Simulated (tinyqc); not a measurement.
Electron-beam lithography: double-Gaussian proximity function, edge placement and dose correction for parallel lines: one step, computed by the program tinyqc.

Lines are infinitely long. Absorbed energy is counted so that the middle of a very large area written at dose 1 receives 1; the resist develops where it exceeds 1/2.

Problem. Shot noise and writing time. With dose = d_s D0: electrons per pixel N = dose x pixel area/e; relative noise 1/sqrt(N); time per cm^2 of pattern area = dose x density/current; pixel rate = current/(dose x pixel area).

Inputs (values chosen for the exercise, of the order of those for 10 keV electrons in resist on silicon): beam current = 1.5 nA; pixel size = 2 nm; pattern density around the test line = 0.58.

dose = 443.1366 microcoulomb/cm^2

Constants: e = 1.602176634e-19 C.

Give: electrons per pixel; shot noise; writing time per cm^2; pixel rate.

Solution.

electrons per pixel = 110.63

shot noise = 9.5073 %

writing time per cm^2 = 47.596 h

pixel rate = 84.624 MHz
